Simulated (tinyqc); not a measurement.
All estimates against temperature: estimate of lattice thermal conductivity from elastic moduli (Slack, Klemens and Cahill formulas). Computed by tinyqc, a small Python program. Command: `OMP_NUM_THREADS=1 python tinyqc.py 3007412 3007413 out.jsonl slack walk`. One thread of a shared host (Intel(R) Xeon(R) Processor @ 2.30GHz), about 0.01 s of CPU time with the checks.

An isotropic solid.

Inputs (values chosen for the exercise, for a model crystal): bulk modulus B = 93.3 GPa; shear modulus G = 27.2 GPa; volume per atom V = 28.8 angstrom^3; mean atomic mass M = 126 u; atoms per primitive cell n = 20; volume expansion coefficient alpha_V = 28.9 ppm/K; temperature T = 1200 K; disorder parameter Gamma = 0.00024; grain size d = 340 nm.

Grueneisen parameter: from thermal expansion.

Constants: u = 1.6605390666e-27 kg; hbar = 1.054571817e-34 J s; k_B = 1.380649e-23 J/K; h = 6.62607015e-34 J s.

Method:
- rho = M/V; vL = sqrt((B + 4G/3)/rho), vT = sqrt(G/rho); v_m = [(vL^-3 + 2 vT^-3)/3]^(-1/3); Poisson ratio sigma = (3B - 2G)/(6B + 2G); Theta = hbar v_m (6 pi^2/V)^(1/3)/k_B.
- gamma = alpha_V B V/(3 k_B), with the classical heat capacity 3 k_B per atom.
- Slack, an estimate for T near or above Theta_a: kappa = A M Theta_a^3 delta n^(1/3)/(gamma^2 T) in W/(m K), with M in u, delta = V^(1/3) in angstrom, Theta_a = Theta n^(-1/3) and A = 2.43e-6/(1 - 0.514/gamma + 0.228/gamma^2).
- High-temperature forms with the classical heat capacity. Klemens: kappa/kappa_0 = arctan(u)/u, u^2 = pi^2 Theta V Gamma kappa_0/(h v_m^2). Grains: 1/kappa_poly = 1/kappa + 1/(C v_m d/3), C = 3 k_B/(n V), the acoustic branches alone.
- Cahill minimum: kappa_min = (pi/6)^(1/3) k_B V^(-2/3) sum over L, T, T of v (T/Theta_i)^2 int_0^(Theta_i/T) x^3 e^x/(e^x - 1)^2 dx, Theta_i = Theta v_i/v_m (64 Gauss-Legendre points).

Grueneisen parameter gamma = 1.87485

Debye temperature Theta = 211.794 K

v_m = 2180.56 m/s

vL = 4223.12 m/s

vT = 1934.96 m/s

acoustic Debye temperature Theta_a = 78.0256 K

Kappa (W/(m K)):
```
T (K)  perfect crystal  with point defects  polycrystal  minimum
200             2.1769              2.1697       1.9337  0.43269
300             1.4513              1.4481       1.3390  0.45723
400             1.0885              1.0867       1.0240  0.46658
550             0.7916              0.7907       0.7570  0.47246
750             0.5805              0.5800       0.5617  0.47557
1000            0.4354              0.4351       0.4247  0.47718
1300            0.3349              0.3347       0.3286  0.47802
1700            0.2561              0.2560       0.2524  0.47854
```

What follows from these numbers?

The perfect crystal follows 1/T. With point defects the exponent stays at -1.00 (the strong-disorder limit is -1/2), and with grains from -0.91 to -0.98. The polycrystal estimate falls below the minimum from 1000 K on, where it loses its meaning.

Extremes, crossings and ranges named in words are read from the listed rows.
